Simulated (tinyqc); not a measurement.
# p-n diode with diffusion and depletion-layer recombination: effects of single changes

Abrupt junction in the depletion approximation, low injection, full ionisation, neutral widths fixed, ohmic contact on the p side. Vj is the junction voltage; where a series resistance Rs is given, V = Vj + J Rs is the terminal voltage.

Inputs (values chosen for the exercise); band and dielectric values close to those of gallium arsenide: temperature T = 250 K; band gap Eg = 1.4 eV; relative permittivity eps_r = 13; conduction-band density of states at T Nc = 3.3e17 cm^-3; valence-band density of states at T Nv = 6.78e18 cm^-3; acceptor density Na = 5.2e17 cm^-3; donor density Nd = 2e15 cm^-3; electron mobility in the p side mun = 2300 cm^2/(V s); hole mobility in the n side mup = 380 cm^2/(V s); electron lifetime tn = 1e-7 s; hole lifetime tp = 1e-8 s; neutral width of the p side wp = 11 um; neutral width of the n side wn = 25 um; recombination velocity at the n contact Sp = 30000 cm/s; series resistance Rs = 0.00027 ohm cm^2; trap level above the intrinsic level Et = 0 eV; junction voltage at which recombination is evaluated Vj = 0.56 V.

Constants: q = 1.602176634e-19 C, kB = 1.380649e-23 J/K, Vt = kB T/q, eps0 = 8.8541878128e-14 F/cm where lengths are in cm. Results are converted to the units shown.

Each table varies one quantity; the others keep the values above.

## Currents and ideality against junction voltage

ni = sqrt(Nc Nv) exp(-Eg/(2 Vt)), Eg in volts; D = mu Vt; Ln = sqrt(Dn tn), Lp = sqrt(Dp tp); J0n = q ni^2 Dn coth(wp/Ln)/(Ln Na); J0p = (q ni^2 Dp/(Lp Nd)) (s + tanh(wn/Lp))/(1 + s tanh(wn/Lp)), s = Sp Lp/Dp. J_diff = (J0n + J0p)(exp(Vj/Vt) - 1). Vbi = Vt ln(Na Nd/ni^2), W = sqrt(2 eps0 eps_r (Vbi - Vj)(1/Na + 1/Nd)/q), xp = W Nd/(Na + Nd), xn = W Na/(Na + Nd); u(x) = q Na (x + xp)^2/(2 eps0 eps_r) for x < 0 and Vbi - Vj - q Nd (xn - x)^2/(2 eps0 eps_r) for x > 0; p = Na exp(-u/Vt), n = Nd exp((u - Vbi + Vj)/Vt); U = ni^2 (exp(Vj/Vt) - 1)/(tp (n + ni exp(Et/Vt)) + tn (p + ni exp(-Et/Vt))); J_scr = q times the integral of U from -xp to xn. J = J_diff + J_scr. Ideality = (1/Vt) dVj/d ln J or (1/Vt) dV/d ln J; last column ni^2 exp(Vj/Vt)/N^2.

Currents and ideality against junction voltage:
columns A: Vj (V); B: J_diff (A/cm^2); C: J_scr (A/cm^2); D: J (A/cm^2); E: V (V); F: ideality against Vj; G: ideality against V; H: minority/doping, lighter side
```
A             B          C          D       E      F      G          H
0.31  5.487e-16  1.828e-10  1.828e-10  0.3100  1.942  1.942  5.946e-17
0.41  5.692e-14   2.002e-9   2.002e-9  0.4100  1.935  1.935  6.168e-15
0.5   3.712e-12   1.744e-8   1.744e-8  0.5000  1.924  1.924  4.022e-13
0.6   3.850e-10   1.963e-7   1.967e-7  0.6000  1.905  1.905  4.172e-11
0.69   2.511e-8   1.775e-6   1.800e-6  0.6900  1.862  1.862   2.721e-9
0.79   2.605e-6   2.142e-5   2.402e-5  0.7900  1.685  1.685   2.822e-7
0.89   2.702e-4   2.834e-4   5.536e-4  0.8900  1.281  1.281   2.928e-5
0.98    0.01762   0.003280    0.02090  0.9800  1.068  1.069   0.001909
1.08      1.828    0.02786      1.855   1.081  1.012  1.035     0.1980
```

What does the comparison show?

The ideality against Vj falls from 1.94 to 1.01. Diffusion overtakes recombination in the layer between Vj = 0.89 and 0.98 V. J_scr alone has an ideality of 1.94 between the first two rows and 2.17 between the last two. Rows from Vj = 1.08 V on lie beyond low injection.

## Effect of the donor density

Same model as above.

J = J_diff + J_scr.

The same in every row: J0n (A/cm^2) = 2.008e-24; wn/Lp = 8.738.

Effect of the donor density:
```
Nd (cm^-3)  J0p (A/cm^2)  J_diff (A/cm^2)  J_scr (A/cm^2)  J_scr/J (%)
1e15           6.141e-22        1.199e-10        1.085e-7        99.89
2e15           3.071e-22        6.014e-11        7.435e-8        99.92
4e15           1.535e-22        3.026e-11        5.104e-8        99.94
8.1e15         7.582e-23        1.514e-11        3.486e-8        99.96
1.6e16         3.838e-23        7.859e-12        2.417e-8        99.97
3.3e16         1.861e-23        4.012e-12        1.640e-8        99.98
6.6e16         9.305e-24        2.201e-12        1.132e-8        99.98
```

What does the comparison show?

As Nd goes from 1e15 to 6.6e16, J0p falls from 6.14e-22 to 9.30e-24 A/cm^2, J_scr falls from 1.09e-7 to 1.13e-8 A/cm^2 and its share stays near 99.9 %. J0p goes as Nd^(-1.00) at the start and Nd^(-1.00) at the end.

tinyqc, about 0.01 s, one thread, Intel Xeon 2.30GHz (shared host): `OMP_NUM_THREADS=1 python tinyqc.py 2260104 2260105 out.jsonl`
